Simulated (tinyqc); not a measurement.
Comparisons within one model: two-node Weyl semimetal on a cubic lattice and its slab. A value that a table varies takes the place of the one given here.

H = d.s with dx = t sin kx, dy = t sin ky, dz = m (2 - cos kx - cos ky) + M(kz), M = tz (cos k0 - cos kz), k in 1/a. Nodes at (0, 0, +/-k0). Berry curvature of the lower band along z: Omega = d.(dd/dkx x dd/dky)/(2|d|^3), in the sense curl of i<u|grad u>.

Slab of N layers along x with hard walls: layer block t sin(ky) sy + (m (2 - cos ky) + M(kz)) sz, block to the next layer t sx/(2i) - m sz/2.

Inputs chosen for the exercise: t = 0.94 eV (hopping in sx and sy); m = 1.37 eV (mass term); tz = 0.95 eV (hopping along z); k0 = 1.83 1/a (position of the nodes); k = (0.25, -0.17, 2.14) 1/a (wave vector).

## Planes of fixed kz and the Fermi arc

C is the sum of Omega over a 24 x 24 mesh, k = (j + 1/2) 2 pi/24, times (2 pi/24)^2/(2 pi). Slab of 30 layers at ky = 0: lowest positive level and weight of the middle pair on the two outer layers.

Against kz:
```
kz (1/a)   M (eV)       C  slab level (eV)  surface weight
0.000     -1.1935  -1.000          0.00000           0.949
0.400     -1.1185  -1.000          0.00000           0.933
0.800     -0.9054  -1.000          0.00000           0.854
1.200     -0.5877  -1.000          0.00000           0.651
1.600     -0.2158  -0.997          0.00009           0.280
2.000      0.1518  -0.041          0.17689           0.012
2.400      0.4570   0.000          0.47198           0.004
2.800      0.6516   0.000          0.66446           0.003
3.142      0.7065   0.000          0.71894           0.003
```

C is -1 for kz below k0 = 1.83 and 0 above, within 0.041 on this mesh. Where C = -1 the slab has a level near zero (exactly zero for a thick slab) on its faces (weight 0.95 at kz = 0): these points form the arc from -k0 to +k0, of length 3.66/a. Towards the node M goes to zero and the state spreads into the bulk; beyond it the level follows M, raised by the confinement in the slab.

## Hybridisation of the two arcs

ky = 0, kz = 0; lowest positive level against the number of layers. On a half space the amplitudes are z1^n - z2^n with z the roots of (t + m) z^2/2 - (m + M) z + (m - t)/2 = 0.

Level:
```
N      E (eV)
3     0.05879
4     0.02431
5     0.01460
6    0.002291
8   4.219e-05
10  9.412e-05
12  3.138e-05
```

z1, z2: 0.0764+0.4246i  0.0764-0.4246i

The larger root has |z| = 0.4314, so the level should fall by about |z|^2 = 0.186 for two more layers; from 10 to 12 it changes by a factor 0.333. The roots are complex, so the fall carries an oscillation.

## What each parameter does

|E| and Omega at k, the velocity tz sin(k0) and k0/pi. Each row changes one parameter from the base and keeps the others.

Results:
```
case            |E| (eV)  Omega (a^2)  vz (eV a)  |sigma_xy| (e^2/(h a))
base              0.4346       1.0515     0.9183                  0.5825
t = 1.034 eV      0.4533       1.1207     0.9183                  0.5825
m = 1.233 eV      0.4298       1.1206     0.9183                  0.5825
tz = 1.045 eV     0.4553       1.0340     1.0101                  0.5825
k0 = 1.647 1/a    0.5757       0.8308     0.9472                  0.5243
```

The largest shifts from the base row, up to three for each result and ties (the steps differ in size, so this ranks the rows, not the parameters). |E| (eV): k0 +0.1411, tz +0.0208, t +0.0188. Omega (a^2): k0 -0.2207, t +0.0692, m +0.0691. vz (eV a): tz +0.0918, k0 +0.0290; unchanged at the printed digits by t and m. |sigma_xy| (e^2/(h a)): k0 -0.0583; unchanged at the printed digits by t, m and tz. The Hall conductivity depends on the separation of the nodes alone, with EF at the nodes and no further nodes.

Program tinyqc; command `OMP_NUM_THREADS=1 python tinyqc.py 1480187 1480188 out.jsonl`; about 0.3 s on one thread of a shared Intel(R) Xeon(R) Processor @ 2.30GHz.
